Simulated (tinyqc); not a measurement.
# Changing the spread sigma_f

Model: hydrogen passivation of interface dangling bonds: competing passivation and dissociation with distributed barriers. Computed by tinyqc, a small Python program. Command: `OMP_NUM_THREADS=1 python tinyqc.py 3000899 3000900 out.jsonl passiv sweep`. One thread of a shared host (Intel(R) Xeon(R) Processor @ 2.30GHz), about 0.09 s of CPU time with the checks.

P_b + H2 gives P_bH + H at the rate k_f [H2]; P_bH gives P_b + H at the rate k_d. All defects start unpassivated. E_f and E_d are Gaussian and independent.

Inputs (values chosen for the exercise, close to those used for P_b centres at the silicon-oxide interface): defect density N0 = 1.6e+12 1/cm^2; passivation prefactor k_f0 = 2.6e-07 cm^3/s; mean passivation barrier E_f = 1.62 eV; dissociation prefactor k_d0 = 3.1e+12 1/s; mean dissociation barrier E_d = 2.58 eV; spread sigma_d = 0.076 eV; H2 in the oxide per atm, solubility factor = 1.4e+18 1/(cm^3 atm); hydrogen pressure p = 10 atm; anneal temperature T = 600 C; anneal time t = 74 s; oxide thickness = 1.7 nm.

Constants: k_B = 8.617333262e-05 eV/K; e = 1.602176634e-19 C; eps_0 = 8.8541878128e-12 F/m.

Method:
- [H2] = solubility factor x p; a = k_f0 [H2] exp(-E_f/(k_B T)), d = k_d0 exp(-E_d/(k_B T)). For one pair of barriers the active share is y = [d + a exp(-(a + d) t)]/(a + d).
- Temperatures in kelvin are T(C) + 273.15.
- Average y over both Gaussians with 40 x 40 Gauss-Hermite points.
- Active density N0 y; threshold shift if each active defect holds one charge, e N0 y t_ox/(3.9 eps_0).
- Minimise the averaged y over T between 150 and 900 C: find where ln y is equal at T - 0.05 and T + 0.05 C; T is rounded to 0.1 C.

One run for each value:
```
spread sigma_f (eV)  active share y  best temperature (C)  least active share
0.005                     4.090e-06                 351.0           4.224e-08
0.040                     4.700e-06                 396.4           1.635e-07
0.060                     5.608e-06                 426.5           4.083e-07
0.080                     7.181e-06                 455.5           1.006e-06
0.100                     9.868e-06                 482.9           2.418e-06
0.130                     1.814e-05                 520.7           8.592e-06
0.160                     3.889e-05                 553.2           2.891e-05
```

Give the missing row, spread sigma_f (eV) = 0.020.

Computed row:
```
spread sigma_f (eV)  active share y  best temperature (C)  least active share
0.020                     4.227e-06                 367.1           6.815e-08
```

Interpolating between the two neighbouring rows (the first column on a logarithmic scale, the others too where they are positive) misses most in least active share, by 53 %. Over the rows, active share y rises from 4.09e-6 to 3.89e-5 (exponent d ln y / d ln x 0.024 between the first rows and 3.7 between the last); best temperature (C) rises from 351 to 553 (exponent d ln y / d ln x 0.032 between the first rows and 0.29 between the last); least active share rises from 4.22e-8 to 2.89e-5 (exponent d ln y / d ln x 0.35 between the first rows and 5.8 between the last). The hardest defects set the temperature needed, and a hotter anneal has a higher dissociation floor.

Caution (all rows): densities below a few 1e9 per cm^2 are formal: other defects set the floor in real interfaces. Caution (all rows): a least active share below 1e-3 is a property of the model; measured passivation levels off well above it. Caution (all rows): atomic hydrogen, which both passivates and depassivates, and further passivation during cooling are left out.

Extremes, crossings and ranges named in words are read from the listed rows.
